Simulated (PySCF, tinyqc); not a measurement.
Worked calculation: RHF in the 6-31g basis, for H4, spin multiplicity 1. The lowest restricted solution is unstable here: a spin-polarised one lies 0.0209 hartree lower (PySCF). One step of it, computed by the program tinyqc.

Question. Iteration 1: diagonalisation and new density. Diagonalise F' = X^T F X, C = X C', fill 2 alpha and 2 beta electrons from the bottom; D = 2 C_occ C_occ^T. Each column has its largest component positive (the first on a tie).

Fock matrix F (hartree), order 1H 1s, 1H 2s, 2H 1s, 2H 2s, 3H 1s, 3H 2s, 4H 1s, 4H 2s:
$$\begin{pmatrix}
0.147927 & -0.332081 & -0.252035 & -0.276457 & 0.007453 & -0.060609 & 0.026218 & 0.024550 \\
-0.332081 & -0.227280 & -0.310835 & -0.276947 & -0.052031 & -0.125313 & 0.024550 & 0.004321 \\
-0.252035 & -0.310835 & 0.206592 & -0.383466 & -0.203849 & -0.257670 & 0.007453 & -0.052031 \\
-0.276457 & -0.276947 & -0.383466 & -0.304165 & -0.257670 & -0.256047 & -0.060609 & -0.125313 \\
0.007453 & -0.052031 & -0.203849 & -0.257670 & 0.206592 & -0.383466 & -0.252035 & -0.310835 \\
-0.060609 & -0.125313 & -0.257670 & -0.256047 & -0.383466 & -0.304165 & -0.276457 & -0.276947 \\
0.026218 & 0.024550 & 0.007453 & -0.060609 & -0.252035 & -0.276457 & 0.147927 & -0.332081 \\
0.024550 & 0.004321 & -0.052031 & -0.125313 & -0.310835 & -0.276947 & -0.332081 & -0.227280
\end{pmatrix}$$

X, order 1H 1s, 1H 2s, 2H 1s, 2H 2s, 3H 1s, 3H 2s, 4H 1s, 4H 2s:
$$\begin{pmatrix}
1.255005 & -0.501622 & 0.016325 & 0.017159 & -0.009734 & 0.026209 & 0.000028 & -0.009440 \\
-0.501622 & 1.590308 & 0.065556 & -0.727883 & 0.003259 & 0.288269 & -0.009440 & -0.080987 \\
0.016325 & 0.065556 & 1.277429 & -0.601807 & 0.001144 & 0.077931 & -0.009734 & 0.003259 \\
0.017159 & -0.727883 & -0.601807 & 2.232386 & 0.077931 & -1.025940 & 0.026209 & 0.288269 \\
-0.009734 & 0.003259 & 0.001144 & 0.077931 & 1.277429 & -0.601807 & 0.016325 & 0.065556 \\
0.026209 & 0.288269 & 0.077931 & -1.025940 & -0.601807 & 2.232386 & 0.017159 & -0.727883 \\
0.000028 & -0.009440 & -0.009734 & 0.026209 & 0.016325 & 0.017159 & 1.255005 & -0.501622 \\
-0.009440 & -0.080987 & 0.003259 & 0.288269 & 0.065556 & -0.727883 & -0.501622 & 1.590308
\end{pmatrix}$$

Give: F' = X^T F X; orbital energies; coefficients C; D after iteration 1.

Answer.

F' = X^T F X (hartree):
$$\begin{pmatrix}
0.5792 & -0.5307 & -0.0975 & -0.1276 & 0.0178 & 0.0529 & 0.0095 & 0.0043 \\
-0.5307 & 0.2325 & -0.1000 & -0.1887 & 0.0375 & -0.0246 & 0.0043 & 0.0342 \\
-0.0975 & -0.1000 & 0.7482 & -0.6651 & -0.0765 & -0.0576 & 0.0178 & 0.0375 \\
-0.1276 & -0.1887 & -0.6651 & 0.4233 & -0.0576 & -0.2231 & 0.0529 & -0.0246 \\
0.0178 & 0.0375 & -0.0765 & -0.0576 & 0.7482 & -0.6651 & -0.0975 & -0.1000 \\
0.0529 & -0.0246 & -0.0576 & -0.2231 & -0.6651 & 0.4233 & -0.1276 & -0.1887 \\
0.0095 & 0.0043 & 0.0178 & 0.0529 & -0.0975 & -0.1276 & 0.5792 & -0.5307 \\
0.0043 & 0.0342 & 0.0375 & -0.0246 & -0.1000 & -0.1887 & -0.5307 & 0.2325
\end{pmatrix}$$

orbital energies (hartree): MO1 -0.4777, MO2 -0.3649, MO3 0.0278, MO4 0.3008, MO5 0.9520, MO6 0.9633, MO7 1.2138, MO8 1.3512

coefficients C, order 1H 1s, 1H 2s, 2H 1s, 2H 2s, 3H 1s, 3H 2s, 4H 1s, 4H 2s:
$$\begin{pmatrix}
0.1324 & 0.2184 & 0.2022 & -0.0558 & -0.9233 & 0.8963 & -0.2397 & -0.0755 \\
0.1838 & 0.3555 & 0.6336 & -0.8926 & 0.9496 & -0.8418 & 0.4742 & -0.4594 \\
0.2011 & 0.1474 & -0.1237 & 0.1761 & 0.0831 & 0.2220 & 0.9230 & -0.9940 \\
0.2765 & 0.2724 & -0.4222 & 1.5326 & -0.4193 & 0.0124 & -0.8412 & 1.8593 \\
0.2011 & -0.1474 & -0.1237 & -0.1761 & -0.0831 & 0.2220 & 0.9230 & 0.9940 \\
0.2765 & -0.2724 & -0.4222 & -1.5326 & 0.4193 & 0.0124 & -0.8412 & -1.8593 \\
0.1324 & -0.2184 & 0.2022 & 0.0558 & 0.9233 & 0.8963 & -0.2397 & 0.0755 \\
0.1838 & -0.3555 & 0.6336 & 0.8926 & -0.9496 & -0.8418 & 0.4742 & 0.4594
\end{pmatrix}$$

D after iteration 1, order 1H 1s, 1H 2s, 2H 1s, 2H 2s, 3H 1s, 3H 2s, 4H 1s, 4H 2s:
$$\begin{pmatrix}
0.1304 & 0.2039 & 0.1176 & 0.1922 & -0.0111 & -0.0457 & -0.0603 & -0.1066 \\
0.2039 & 0.3203 & 0.1787 & 0.2952 & -0.0309 & -0.0920 & -0.1066 & -0.1852 \\
0.1176 & 0.1787 & 0.1243 & 0.1915 & 0.0374 & 0.0309 & -0.0111 & -0.0309 \\
0.1922 & 0.2952 & 0.1915 & 0.3012 & 0.0309 & 0.0045 & -0.0457 & -0.0920 \\
-0.0111 & -0.0309 & 0.0374 & 0.0309 & 0.1243 & 0.1915 & 0.1176 & 0.1787 \\
-0.0457 & -0.0920 & 0.0309 & 0.0045 & 0.1915 & 0.3012 & 0.1922 & 0.2952 \\
-0.0603 & -0.1066 & -0.0111 & -0.0457 & 0.1176 & 0.1922 & 0.1304 & 0.2039 \\
-0.1066 & -0.1852 & -0.0309 & -0.0920 & 0.1787 & 0.2952 & 0.2039 & 0.3203
\end{pmatrix}$$
